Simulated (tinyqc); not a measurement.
Inside a calculation. Model: decay of LO phonons and the hot-phonon bottleneck in the cooling of electrons. Computed by tinyqc, a small Python program that keeps every step. Command: `OMP_NUM_THREADS=1 python tinyqc.py 3024653 3024654 out.jsonl hotphonon walk`. One thread of a shared host (Intel(R) Xeon(R) Processor @ 2.30GHz), about 0.01 s of CPU time with the checks. Intermediate numbers are printed to about 6 digits and carried at full precision; extremes and crossings named in words are read from the listed rows.

n(E, T) = 1/(exp(E/(k_B T)) - 1) is the Bose occupation. Electrons have a temperature T_e; the LO modes within their reach share one occupation N; the decay products stay at the lattice temperature.

Inputs (values chosen for the exercise, modelled on zinc oxide):
```
quantity                                             value    unit
LO energy hbar omega                                  70.8     meV
lifetime at T = 0, tau_0                               1.3      ps
share f of the energy in the softer product           0.22       -
lattice temperature T                                  300       K
electron mass m*                                     0.284     m_0
eps_inf                                               3.66       -
static dielectric constant eps_s                      8.43       -
electron density n                                 8.2e+18  1/cm^3
density of LO modes that the electrons reach, N_m  1.3e+19  1/cm^3
power supplied per electron P                          2.6      nW
step factor                                            0.6       -
```

Decay channel: two unequal phonons (Ridley).

Constants: k_B = 8.617333262e-05 eV/K; c = 299792458 m/s; e^2/(4 pi eps_0) = 14.39964548 eV angstrom; hbar^2/(2 m_0) = 3.80998212 eV angstrom^2; hbar = 6.582119569e-16 eV s; e = 1.602176634e-19 C; k_B = 1.380649e-23 J/K.

## Lifetime and Raman width

Decay rate 1/tau = (1/tau_0) [1 + n(f hbar omega) + n((1 - f) hbar omega)]. Full width Gamma = 1/(2 pi c tau) in 1/cm, c in cm/s.

thermal factor tau_0/tau = 2.34357

phonon lifetime tau = 0.554710 ps

Raman width Gamma = 9.57047 1/cm

equilibrium LO occupation N_0 = 0.0691260

Stimulated decay shortens the lifetime by 57 %.

## Spontaneous emission time

Froehlich coupling alpha = (e^2/(4 pi eps_0)) (1/eps_inf - 1/eps_s) k_0/(2 hbar omega), k_0 = sqrt(m* hbar omega/(hbar^2/(2 m_0))); emission time tau_sp = hbar/(2 alpha hbar omega); bottleneck ratio r = (n/N_m) tau/tau_sp.

alpha = 1.14212

emission time tau_sp = 4.06996 fs

bottleneck ratio r = 85.9700

r compares the rate at which electrons exchange quanta with a mode to its decay rate. Exchange outruns decay, so a hot population builds up if the power is high enough. Caution: alpha is above 1/2, so hbar/tau_sp exceeds hbar omega and the emission time, a weak-coupling result, is only rough.

## Electron and phonon temperatures in closed form

Net emission per electron: [(N + 1) x - N]/tau_sp with x = exp(-hbar omega/(k_B T_e)), a simple two-level balance; steady state of the modes: n [(N + 1) x - N]/tau_sp = N_m (N - N_0)/tau; power per electron P = hbar omega [(N + 1) x - N]/tau_sp. With p = P tau_sp/(hbar omega): N = N_0 + r p and x = (p + N)/(N + 1); without hot phonons N = N_0. The mode temperature T_LO solves n(hbar omega, T_LO) = N.

reduced power p = 9.32867e-04

LO occupation N = 0.149324

electron temperature T_e = 403.818 K

T_e without hot phonons = 301.476 K

mode temperature T_LO = 402.586 K

Hot phonons raise T_e by 102 K. T_LO lies close to T_e: electrons and LO modes form one hot system, cooled only by the decay.

## The same balance by iteration

Eliminating N gives P(T_e) = (hbar omega/tau_sp) [(N_0 + 1) x - N_0]/[1 + r (1 - x)]. Newton steps on ln P against ln T_e, times the step factor, each limited to 0.7 in ln T_e and to keeping a fifth of T_e - T; start at 1.5 T; stop when |ln(P/P(T_e))| < 1e-9 or after 40 steps.

Iterations:
```
step  T_e (K)  P(T_e) (nW)  ln(P/P(T_e))
0     450.000      3.92988  -4.13098e-01
1     418.324      3.00867  -1.45985e-01
2     409.171      2.74976  -5.60011e-02
3     405.895      2.65796  -2.20491e-02
4     404.639      2.62289  -8.76524e-03
5     404.145      2.60911  -3.49750e-03
6     403.948      2.60364  -1.39763e-03
7     403.870      2.60145  -5.58834e-04
8     403.839      2.60058  -2.23499e-04
...       ...          ...           ...
14    403.818      2.60000  -9.15356e-07
15    403.818      2.60000  -3.66142e-07
16    403.818      2.60000  -1.46457e-07
17    403.818      2.60000  -5.85828e-08
18    403.818      2.60000  -2.34331e-08
19    403.818      2.60000  -9.37324e-09
20    403.818      2.60000  -3.74930e-09
21    403.818      2.60000  -1.49972e-09
22    403.818      2.60000  -5.99887e-10
```

converged (1 yes, 0 no) = 1

T_e from the iteration = 403.818 K

Converged at step 22.

## Energy relaxation with and without hot phonons

P(T_e) = (hbar omega/tau_sp) [(N_0 + 1) x - N_0]/[1 + r (1 - x)], and r = 0 without hot phonons; energy relaxation time tau_E = (3/2) k_B (T_e - T)/P.

Cooling:
```
T_e (K)  P, cold phonons (nW)  P, hot phonons (nW)    ratio  tau_E (ps)          N
330                   54.4660             0.682189  79.8400    0.910733  0.0901685
380                   150.258              1.94947  77.0763    0.849860   0.129259
450                   287.356              3.92988  73.1209    0.790471   0.190346
600                   565.024              8.67801  65.1098    0.715939   0.336804
800                   874.333              15.5614  56.1859    0.665418   0.549128
1100                  1219.24              26.3705  46.2349    0.628269   0.882540
1600                  1590.43              44.7682  35.5258    0.601379    1.45003
2300                  1892.05              70.5365  26.8236    0.587206    2.24487
```

Reabsorption cuts the loss by a factor 79.8 at the lowest T_e and 26.8 at the highest; the factor is 1 + r (1 - x) with r = 86.0. tau_E runs from 0.91 to 0.59 ps, with its shortest value, 0.59 ps, at T_e = 2300 K, against tau_sp = 4.1 fs and a phonon lifetime of 0.55 ps. For r (1 - x) much above 1 the loss tends to hbar omega (N_m/n)(n(hbar omega, T_e) - N_0)/tau, in which tau_sp no longer appears. Pauli blocking is left out, as are upper valleys and non-parabolic bands, which can matter above about 1000 K.

Checks made by the program: iteration against the closed form (relative difference 1e-10).
